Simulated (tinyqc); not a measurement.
# Thermal RC ladder, step response, step by step

tinyqc, about 0.01 s, one thread, Intel Xeon 2.30GHz (shared host): `OMP_NUM_THREADS=1 python tinyqc.py 2520012 2520013 out.jsonl` Printed values are rounded.

A ladder of 2 nodes: R_i joins node i to node i + 1, the last R to the ambient; C_i is the heat capacity of node i; theta is the rise above ambient, zero at t = 0. d theta/dt = -A theta + b with b = (Pw/C_1, 0, ...), times in ms.

Parameters, values chosen for the exercise:
```
symbol         value  unit                           meaning
R       [0.93, 0.51]   K/W  resistances, junction to ambient
C        [0.43, 2.2]  mJ/K      heat capacities of the nodes
Pw               6.5     W        power at node 1 from t = 0
dt              0.31    ms                         time step
```

## The rate matrix

A = C^(-1) K, K_ii = 1/R_(i-1) + 1/R_i (no first term for node 1), K_(i,i+1) = K_(i+1,i) = -1/R_i.

A (1/ms):
```
          node 1    node 2
node 1   2.50063  -2.50063
node 2  -0.48876   1.38002
```

## Time constants and Foster resistances

A = C^(-1) K, K_ii = 1/R_(i-1) + 1/R_i (no first term for node 1), K_(i,i+1) = K_(i+1,i) = -1/R_i. The time constants tau_k are the inverse eigenvalues of A; the rise of node 1 per watt is Z(t) = sum_k r_k (1 - exp(-t/tau_k)), with r_k = v_k1^2 tau_k/C_1 and v_k the unit eigenvectors of C^(-1/2) K C^(-1/2).

tau_k, rising (ms): 0.314492  1.42671
r_k (K/W): 0.531004  0.908996

The r_k add up to the sum of the R_i, 1.440 K/W; the slowest constant is 4.54 times the fastest.

## Step 1: one time step

theta at t = 0 (K): node 1 0.00000, node 2 0.00000

Explicit Euler: theta(new) = theta + dt (b - A theta).

theta after step 1 (K): node 1 4.68605, node 2 0.00000

## Step 2: one time step

As before.

theta after step 2 (K): node 1 5.73950, node 2 0.71001

## Step 3: one time step

As before.

theta after step 3 (K): node 1 6.52671, node 2 1.27588

## Course of the time stepping

Sixteen steps, against the exact rise Pw Z(t); the run counts as sound if the error in the last step is under 5 % of the exact rise. The time constants tau_k are the inverse eigenvalues of A; the rise of node 1 per watt is Z(t) = sum_k r_k (1 - exp(-t/tau_k)), with r_k = v_k1^2 tau_k/C_1 and v_k the unit eigenvectors of C^(-1/2) K C^(-1/2).

Course of the iteration:
```
step  t (ms)  theta_1 (K)  exact (K)  error (K)
1       0.31      4.68605    3.31743       1.37
2       0.62      5.73950    5.05335      0.686
3       0.93      6.52671    6.10184      0.425
4       1.24      7.14235    6.81556      0.327
5       1.55      7.62421    7.34137      0.283
6       1.86      8.00137    7.74638      0.255
7       2.17      8.29657    8.06554      0.231
8       2.48      8.52764    8.31985      0.208
9       2.79      8.70850    8.52355      0.185
10       3.1      8.85006    8.68711      0.163
11      3.41      8.96086    8.81860      0.142
12      3.72      9.04759    8.92437      0.123
13      4.03      9.11547    9.00946      0.106
14      4.34      9.16860    9.07792     0.0907
15      4.65      9.21019    9.13301     0.0772
16      4.96      9.24274    9.17734     0.0654
```

The largest error is 1.4 K, at step 1; the last value is 0.71 % above the exact one. dt is 0.99 times the fastest time constant; explicit Euler is stable below 2.
